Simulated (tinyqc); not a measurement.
# Stability and critical current from long pulses

Question. For long pulses a magnetic tunnel junction switches at I = Ic0 [1 - ln(tp/t0)/Delta]. Find Ic0 and Delta.

Inputs (values chosen for the exercise): attempt time t0 = 1 ns.

switching current for pulses of 0.0001 and 1 s (uA): [26.502421, 22.517799]

Answer. I is linear in ln tp: it equals Ic0 at tp = t0, and the slope is -Ic0/Delta.

Ic0 = 31.48 uA
Delta = 72.77

Computed by the program tinyqc: `OMP_NUM_THREADS=1 python tinyqc.py 2450008 2450009 out.jsonl`, one thread of a shared Intel Xeon 2.30GHz, about 0.01 s for the whole run.
